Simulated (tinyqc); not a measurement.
Long-channel MOSFET, surface-potential model: one step of the calculation.

n-channel transistor on a uniformly doped p-type body, gradual-channel approximation, constant mobility, Boltzmann statistics, full ionisation. Potentials are counted from the neutral body; V is the electron quasi-Fermi potential, Vsb at the source and Vsb + Vds at the drain. Charges are magnitudes per area.

Problem. Body potential, insulator capacitance and body factor. ni = sqrt(Nc Nv) exp(-Eg/(2 Vt)), Eg in volts; phiF = Vt ln(Na/ni); Cox = eps0 eox/tox; gamma = sqrt(2 q eps0 eps_r Na)/Cox. VT = Vfb + 2 phiF + gamma sqrt(2 phiF + Vsb), m = 1 + gamma/(2 sqrt(2 phiF + Vsb)).

Values chosen for this exercise; material values close to those of silicon:
- T = 293 K (temperature)
- Eg = 1.1 eV (band gap)
- eps_r = 11.5 (relative permittivity of the semiconductor)
- Nc = 2.65e19 cm^-3 (conduction-band density of states at T)
- Nv = 2.55e19 cm^-3 (valence-band density of states at T)
- Na = 1.3e17 cm^-3 (acceptor density of the body)
- eox = 7.8 (relative permittivity of the gate insulator)
- tox = 6 nm (insulator thickness)
- Vfb = -0.54 V (flat-band voltage)
- Vsb = 1 V (source-body reverse bias)

Constants: q = 1.602176634e-19 C, kB = 1.380649e-23 J/K, Vt = kB T/q, eps0 = 8.8541878128e-14 F/cm where lengths are in cm. Results are converted to the units shown.

Wanted: ni; phiF; Cox; gamma; VT; m.

Solution.

ni = 9.007e9 cm^-3
phiF = 0.4162 V
Cox = 1.151 uF/cm^2
gamma = 0.1789 V^0.5
VT = 0.5347 V
m = 1.066

Numbers from tinyqc (`OMP_NUM_THREADS=1 python tinyqc.py 2360102 2360103 out.jsonl`; about 0.06 s on one thread of a shared Intel Xeon 2.30GHz).
